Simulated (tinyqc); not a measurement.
CMOS inverter, nodal equation and switching: two steps of the calculation.

An n-channel pull-down (bn, VTn) and a p-channel pull-up (bp, VTp) share the input Vin and the output node Vout, which carries the load C. Transistor (EKV form, voltages against the body): I = 2 n b Vt^2 [F(vp - Vs) - F(vp - Vd)] from drain to source, F(v) = ln^2(1 + exp(v/(2 Vt))), vp = (Vg - VT + sg |Vd - Vs|)/n. n-channel bodies are at 0; for the p-channel device all voltages are counted down from Vdd. b in uA/V^2 gives I in uA. Static: In = Ip. Transient: C dVout/dt = Ip - In. No velocity saturation, no gate capacitance beyond C.

Parameters, values chosen for the exercise: temperature T = 273 K; supply voltage Vdd = 1.2 V; slope factor n = 1.33; drain-induced barrier lowering sg = 0.038; n-channel threshold VTn = 0.31 V; p-channel threshold (magnitude) VTp = 0.41 V; gain factor of the pull-down transistor bn = 270 uA/V^2; gain factor of the pull-up transistor bp = 270 uA/V^2; load capacitance C = 0.21 fF; input voltage Vin = 0.66 V; time step dt = 0.4 ps.

Constants: q = 1.602176634e-19 C, kB = 1.380649e-23 J/K, Vt = kB T/q. Results are converted to the units shown.

Question 1. Output voltage by Newton steps. f = In - Ip at (Vin, Vout); G = df/dVout by a central difference with +/- 1e-6 V; Vout(new) = Vout - f/G.

Vout after iteration 1 = -2.3025565 V

Wanted: In; Ip; G; Vout after iteration 2.

Answer 1.

In = -1223.9 uA
Ip = 7.0757 uA
G = 970.61 uS
Vout after iteration 2 = -1.0343 V

The value that enters this step is an overshoot, farther from the solution than the start was, so its intermediate quantities are not physical.

Question 2. One time step of the falling output. The input steps to Vdd at t = 0; I = In - Ip. Implicit Euler: V(new) = V - (dt/C) I(V(new)), solved for V(new); 1 ps uA/fF = 1 mV.

Vout after step 1 = 1.0330473 V

Wanted: I(V); I(V(new)); Vout after step 2.

Answer 2.

I(V) = 87.650 uA
I(V(new)) = 86.473 uA
Vout after step 2 = 0.86834 V

Computed by the program tinyqc: `OMP_NUM_THREADS=1 python tinyqc.py 2340012 2340013 out.jsonl`, one thread of a shared Intel Xeon 2.30GHz, about 0.03 s for the whole run.
